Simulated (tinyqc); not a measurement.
Inputs raised by 5 %, one at a time: pressure-driven transition between two phases with analytic equations of state. Computed by tinyqc, a small Python program. Command: `OMP_NUM_THREADS=1 python tinyqc.py 3027616 3027617 out.jsonl transition sens`. One thread of a shared host (Intel(R) Xeon(R) Processor @ 2.30GHz), about 0.02 s of CPU time with the checks.

Each phase obeys E = E0 + (B0 V/B') [(V0/V)^B'/(B' - 1) + 1] - B0 V0/(B' - 1), P = (B0/B') [(V0/V)^B' - 1]; E0 = 0 for phase 1 and Delta E0 for phase 2. H = E + P V.

Inputs (values chosen for the exercise, for two model phases): volume V0 of phase 1 = 31.6 angstrom^3/atom; B0 of phase 1 = 204 GPa; B' of phase 1 = 3.54; volume V0 of phase 2 = 24.5 angstrom^3/atom; B0 of phase 2 = 286 GPa; B' of phase 2 = 3.53; energy of phase 2 above phase 1, Delta E0 = 0.11 eV/atom; entropy of phase 2 less phase 1, Delta S = -0.35 k_B/atom; temperature T = 900 K.

Equation of state: Murnaghan.

Constants: 1 eV/angstrom^3 = 160.2176634 GPa; k_B = 8.617333262e-05 eV/K.

Method. Start from P = Delta E0/(V0 of phase 1 - V0 of phase 2); at each P solve P(V) = P for both phases and step P(new) = P - (H_2 - H_1)/(V_2 - V_1); stop when |H_2 - H_1| < 1e-10 eV. At the zero-temperature transition the volume change is V_2/V_1 - 1 and the work is P (V_1 - V_2). At T the condition is H_2 - H_1 - T Delta S = 0, with Delta S constant and thermal expansion left out; the Clausius-Clapeyron slope is dP/dT = Delta S/(V_2 - V_1) at the zero-temperature point.

Runs; columns: (1) input moved; (2) from; (3) to; (4) transition pressure (GPa); (5) work P (V_1 - V_2) (eV/atom); (6) transition pressure at T (GPa); (7) Clapeyron slope (MPa/K):
```
(1)                                                    (2)      (3)     (4)      (5)     (6)      (7)
base run                                                 -        -  2.5123  0.10870  3.1414  0.69706
volume V0 of phase 1 (angstrom^3/atom)                31.6    33.18  2.0487  0.10903  2.5598  0.56671
B' of phase 1                                         3.54    3.717  2.5122  0.10871  3.1413  0.69702
volume V0 of phase 2 (angstrom^3/atom)                24.5   25.725  3.0497  0.10823  3.8176  0.84987
B0 of phase 2 (GPa)                                    286    300.3  2.5141  0.10862  3.1443  0.69806
energy of phase 2 above phase 1, Delta E0 (eV/atom)   0.11   0.1155  2.6395  0.11407  3.2694  0.69788
entropy of phase 2 less phase 1, Delta S (k_B/atom)  -0.35  -0.3675  2.5123  0.10870  3.1730  0.73191
temperature T (K)                                      900      945  2.5123  0.10870  3.1730  0.69706
```

Exponents ln(y'/y) / ln(x'/x):
```
input                                      transition pressure  work P (V_1 - V_2)  transition pressure at T  Clapeyron slope
volume V0 of phase 1                                    -4.181               0.062                    -4.197           -4.243
B' of phase 1                                            0.000               0.001                    -0.001           -0.001
volume V0 of phase 2                                     3.973              -0.090                     3.995            4.063
B0 of phase 2                                            0.015              -0.015                     0.018            0.030
energy of phase 2 above phase 1, Delta E0                1.012               0.988                     0.818            0.024
entropy of phase 2 less phase 1, Delta S                 0.000               0.000                     0.205            1.000
temperature T                                            0.000               0.000                     0.205            0.000
```

Among the inputs moved here: transition pressure answers most in size to volume V0 of phase 1 (exponent -4.181), next to volume V0 of phase 2 (+3.973); its exponent is below 0.0005 for B' of phase 1, entropy of phase 2 less phase 1, Delta S, temperature T. Its exponent +1.012 in energy of phase 2 above phase 1, Delta E0: the rigid estimate Delta E0/Delta V. work P (V_1 - V_2) answers most in size to energy of phase 2 above phase 1, Delta E0 (exponent +0.988), next to volume V0 of phase 2 (-0.090); its exponent is below 0.0005 for entropy of phase 2 less phase 1, Delta S, temperature T. transition pressure at T answers most in size to volume V0 of phase 1 (exponent -4.197), next to volume V0 of phase 2 (+3.995). Clapeyron slope answers most in size to volume V0 of phase 1 (exponent -4.243), next to volume V0 of phase 2 (+4.063); its exponent is below 0.0005 for temperature T.

Caution (all rows): a constant Delta S holds only at high temperature; it vanishes as T goes to 0, so the shift counted from T = 0 is somewhat too large.
